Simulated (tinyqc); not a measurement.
Growth of a silicide layer between metal and silicon: linear-parabolic kinetics, ramp anneals and Kissinger analysis: one step, computed by the program tinyqc.

One compound layer of thickness x grows by diffusion through itself and reaction at an interface, dx/dt = 1/(2x/K + 1/v), until the metal is used up at x = a h.

Question. Geometry at full reaction. Silicon consumed b h, sheet resistance rho/(final thickness) with 1 micro-ohm cm/nm = 10 ohm; margin to the junction x_j - b h.

Inputs (values chosen for the exercise, modelled on NiSi):

| quantity | value | unit |
|---|---|---|
| metal thickness h | 24 | nm |
| silicon consumed per metal thickness b | 1.83 | - |
| silicide resistivity | 16 | micro-ohm cm |
| junction depth x_j | 51 | nm |

final thickness = 52.8 nm

Give: silicon consumed; sheet resistance; margin to the junction.

Answer.

silicon consumed = 43.92 nm

sheet resistance = 3.030 ohm/square

margin to the junction = 7.08 nm

The layer takes 86 % of the junction depth; its surface lies 8.88 nm above the original silicon surface.
